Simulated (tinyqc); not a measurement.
# Worked calculation: nanowire ballistic transistor, top-of-the-barrier model

Computed by the program tinyqc: `OMP_NUM_THREADS=1 python tinyqc.py 2400035 2400036 out.jsonl`, one thread of a shared Intel Xeon 2.30GHz, about 0.03 s for the whole run. Printed values are rounded.

At the top of the source barrier, states moving towards the drain are filled by the source (Fermi level 0) and states moving back by the drain (Fermi level -q Vd); nothing scatters. U is the shift of the band edge there, set by the capacitances CG, CD and CS (the total) and by the charge. Parabolic one-dimensional subband; the source is grounded.

Parameters, values chosen for the exercise; mass and valleys close to those of a monolayer dichalcogenide:
- T = 250 K (temperature)
- m = 0.484 m0 (effective mass)
- gv = 2 (valley degeneracy)
- eox = 7.5 (relative permittivity of the gate insulator)
- tox = 1.7 nm (insulator thickness)
- d = 6 nm (wire diameter)
- aG = 0.93 (gate control CG/CS)
- aD = 0.03 (drain control CD/CS)
- E0 = 0.39 eV (band edge at the barrier top above the source Fermi level at zero bias)
- Vg = 0.6 V (gate voltage)
- Vd = 0.6 V (drain voltage)

Constants: q = 1.602176634e-19 C, kB = 1.380649e-23 J/K, hbar = 1.054571817e-34 J s, h = 6.62607015e-34 J s, m0 = 9.1093837015e-31 kg, Vt = kB T/q, eps0 = 8.8541878128e-14 F/cm where lengths are in cm. Results are converted to the units shown.

## Density of states, capacitances and charge at zero bias

N0 = gv sqrt(2 m kB T/pi)/hbar, CG = 2 pi eps0 eox/ln(1 + 2 tox/d), CS = CG/aG, n0 = n at U = 0 and Vd = 0. eta1 = -(E0 + U)/Vt, eta2 = eta1 - Vd/Vt, n = (N0/2)[F_(-1/2)(eta1) + F_(-1/2)(eta2)], F_(-1/2)(x) = (1/sqrt(pi)) int_0^infinity u^(-1/2)/(1 + exp(u - x)) du. UL = -(aG Vg + aD Vd).

N0 = 5.90300e6 cm^-1
CG = 9.29376 pF/cm
CS = 9.99330 pF/cm
n0 = 0.0810996 cm^-1
UL = -0.576 eV

## Iteration 1: self-consistent potential at the barrier top

U at the start (U = UL) = -0.576 eV

eta1 = -(E0 + U)/Vt, eta2 = eta1 - Vd/Vt, n = (N0/2)[F_(-1/2)(eta1) + F_(-1/2)(eta2)], F_(-1/2)(x) = (1/sqrt(pi)) int_0^infinity u^(-1/2)/(1 + exp(u - x)) du. U(out) = UL + q (n - n0)/CS. U(new) = U + 0.5 (U(out) - U).

eta1 = 8.63376
eta2 = -19.2171
n = 9.72766e6 cm^-1
U(out) = -0.420041 eV
U after iteration 1 = -0.498021 eV

## Iteration 2: self-consistent potential at the barrier top

As before.

eta1 = 5.01411
eta2 = -22.8367
n = 7.31021e6 cm^-1
U(out) = -0.458799 eV
U after iteration 2 = -0.478410 eV

## Course of the iteration: self-consistent potential at the barrier top

Stop when U changes by less than 1e-9 eV, or after 90 iterations.

Course of the iteration:
```
iteration	U (eV)	|change| (eV)
1	-0.498021	0.0780
2	-0.478410	0.0196
3	-0.474738	3.67e-3
4	-0.474138	5.99e-4
5	-0.474044	9.49e-5
6	-0.474029	1.49e-5
7	-0.474026	2.35e-6
8	-0.474026	3.70e-7
9	-0.474026	5.81e-8
10	-0.474026	9.15e-9
11	-0.474026	1.44e-9
12	-0.474026	2.26e-10
```

Converged in 12 iterations. At the end each change is about 0.16 times the one before: linear convergence.

## Current, mean velocity and share of the gate voltage

converged U = -0.474026 eV

N0 = gv sqrt(2 m kB T/pi)/hbar, CG = 2 pi eps0 eox/ln(1 + 2 tox/d), CS = CG/aG, n0 = n at U = 0 and Vd = 0. eta1 = -(E0 + U)/Vt, eta2 = eta1 - Vd/Vt, n = (N0/2)[F_(-1/2)(eta1) + F_(-1/2)(eta2)], F_(-1/2)(x) = (1/sqrt(pi)) int_0^infinity u^(-1/2)/(1 + exp(u - x)) du. I = gv (2 q^2/h) Vt [ln(1 + exp eta1) - ln(1 + exp eta2)]. Mean velocity I/(q n). CQ = (q/Vt) dn/d(eta1); the band edge follows the gate as -dU/dVg = aG/(1 + CQ/CS).

eta1 = 3.90032
n = 6.36046e6 cm^-1
I = 13.0877 uA
mean velocity = 1.28429e7 cm/s
CQ = 6.84944 pF/cm
-dU/dVg = 0.551797 eV/V

The carriers from the source are degenerate (eta1 = 3.90), and the mean velocity is 1.82 times vT = sqrt(2 kB T/(pi m)) = 7.06e6 cm/s.
